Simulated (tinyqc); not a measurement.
Concentration-dependent dopant diffusion with charged defects and the built-in field: one step, computed by the program tinyqc. Command: `OMP_NUM_THREADS=1 python tinyqc.py 3005895 3005896 out.jsonl extrinsic walk`. One thread of a shared host (Intel(R) Xeon(R) Processor @ 2.30GHz), about 0.07 s of CPU time with the checks.

A constant source C_s feeds a half space. The dopant moves through neutral point defects and through charged ones, whose number grows with the majority carrier density n.

Problem. Diffusivity at the surface. n = C/2 + sqrt(C^2/4 + n_i^2); D(C) = h [Dx + D1 (n/n_i)], h = 1 + C/sqrt(C^2 + 4 n_i^2).

Inputs (values chosen for the exercise, modelled on arsenic in silicon): surface concentration C_s = 4.5e+18 1/cm^3; temperature T = 1075 C.

Field enhancement: on.

n_i = 1.053952e+19 1/cm^3

partial diffusivities (cm^2/s): Dx 1.791455e-15, D1 9.446221e-15

intrinsic diffusivity D_i = 1.123768e-14 cm^2/s

Give: n/n_i; field factor h; surface diffusivity D_s; enhancement D_s/D_i.

Solution.

n/n_i = 1.2360

field factor h = 1.2088

surface diffusivity D_s = 1.6279e-14 cm^2/s

enhancement D_s/D_i = 1.4486

C_s is 0.427 times n_i: D_s stays within a factor 1.5 of D_i.
